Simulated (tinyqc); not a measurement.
Convergence with cell size: Koster-Slater impurity in a tight-binding band, by Green functions and by supercells. Computed by tinyqc, a small Python program. Command: `OMP_NUM_THREADS=1 python tinyqc.py 3019221 3019222 out.jsonl kosterslater walk`. One thread of a shared host (Intel(R) Xeon(R) Processor @ 2.30GHz), about 0.02 s of CPU time with the checks.

One orbital per site, e(k) = -2 t sum cos(k_i) over 1 direction(s), band from -2 t to 2 t, lattice constant 1. One site has the extra energy U. Spin is left out.

Inputs (values chosen for the exercise, for a model band): hopping t = 0.87 eV; impurity potential U = -0.992 eV.

Lattice: chain.

Method:
- Outside the band G0(E) = sign(E)/sqrt(E^2 - 4 t^2).
- A bound state solves 1/U = G0(E).
- Bisection in ln(distance from the edge) between 1e-5 t and |U| + t. Weight on the impurity site: -1/(U^2 dG0/dE), by a central difference with step min(1e-4 t, distance/30). Decay length along an axis: 1/arccosh(1 + distance/(2 t)).
- In a periodic cell of N sites along each direction with Bloch vector K, the level solves 1/U = N^-d sum_k 1/(E - e(k)), k_i = (2 pi m_i + K_i)/N, m_i = 0..N-1; the outermost root on the side of U is taken (bisection). d is the number of directions. Gamma means K_i = 0, the zone corner K_i = pi, the quarter point K_i = pi/2.
- Even N; errors against the isolated level E_b, set to 0 below 1e-6 t.

level E_b = -2.00291 eV

decay length = 1.84152 sites

Error of the level (eV):

| N | sites | Gamma | corner | quarter point |
|---|---|---|---|---|
| 4 | 4 | -9.2092e-02 | 1.8033e-01 | 1.3938e-02 |
| 6 | 6 | -3.2959e-02 | 4.6456e-02 | 1.4757e-03 |
| 8 | 8 | -1.1850e-02 | 1.3938e-02 | 1.6598e-04 |
| 12 | 12 | -1.4321e-03 | 1.4757e-03 | 2.1496e-06 |
| 16 | 16 | -1.6520e-04 | 1.6598e-04 | 0 |
| 24 | 24 | -2.1495e-06 | 2.1496e-06 | 0 |

The error at Gamma falls exponentially, between the last two resolved rows by exp(-0.543) per site against 1/(decay length) = 0.543. Gamma and the corner err in opposite directions. Among the sizes listed an error below 1 meV is first reached at N = 16 at Gamma; at the quarter point N = 8 is enough.

Extremes, crossings and ranges named in words are read from the listed rows.
